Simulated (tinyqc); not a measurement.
Implant damage, amorphisation by cascade overlap, and solid-phase epitaxial regrowth: one step, computed by the program tinyqc.

Range and width of the damage are inputs. Dynamic annealing enters only through the surviving share f.

Task: Damage energy and displacements per ion. Robinson partition: eps = E a M2/(Z1 Z2 (e^2/(4 pi eps_0)) (M1 + M2)), a = 0.8853 a_0/sqrt(Z1^(2/3) + Z2^(2/3)); k = 0.0793 Z1^(2/3) Z2^(1/2) (M1 + M2)^(3/2)/((Z1^(2/3) + Z2^(2/3))^(3/4) M1^(3/2) M2^(1/2)); damage energy T_d = E/(1 + k (eps + 0.40244 eps^(3/4) + 3.4008 eps^(1/6))); displacements nu = 0.8 T_d/(2 E_d).

Inputs (values chosen for the exercise, modelled on phosphorus ions in silicon):
```
quantity                 value  unit
ion Z1                      15     -
ion mass M1                 31     u
target Z2                   14     -
target mass M2           28.09     u
ion energy E                11   keV
displacement energy E_d     14    eV
```

Constants: a_0 = 0.529177210903 angstrom; e^2/(4 pi eps_0) = 14.39964548 eV angstrom.

Give: reduced energy eps; k; damage energy T_d; T_d/E; displacements per ion nu.

Result:

reduced energy eps = 0.2349

k = 0.1399

damage energy T_d = 7.715 keV

T_d/E = 0.7014

displacements per ion nu = 220.4

30 % of the energy goes to electrons.
